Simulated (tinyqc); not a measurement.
Koster-Slater impurity in a tight-binding band, by Green functions and by supercells: one step, computed by the program tinyqc.

One orbital per site, e(k) = -2 t sum cos(k_i) over 2 direction(s), band from -4 t to 4 t, lattice constant 1. One site has the extra energy U. Spin is left out.

Question. The host Green function outside the band. Outside the band G0(E) = (2/(pi E)) K(m), m = 16 t^2/E^2, K the complete elliptic integral with parameter m. A bound state solves 1/U = G0(E). Energies: 0.05, 0.2, 0.5, 1, 2, 4 and 8 t beyond the band edge on the side of U, rounded to four digits.

Inputs (values chosen for the exercise, for a model band): hopping t = 1.9 eV; impurity potential U = -11 eV.

Lattice: square.

Give: Scan on the side of U.

Answer.

Scan on the side of U:

| E (eV) | G0 (1/eV) | 1/U - G0 (1/eV) |
|---|---|---|
| -7.695 | -0.2692 | 0.1783 |
| -7.980 | -0.2084 | 0.1175 |
| -8.550 | -0.1664 | 0.0755 |
| -9.500 | -0.1337 | 0.0428 |
| -11.400 | -0.1011 | 0.0101 |
| -15.200 | -0.0706 | -0.0203 |
| -22.800 | -0.0452 | -0.0457 |

G0 diverges at the band edge, so any U binds a state, exponentially weakly when U is small.
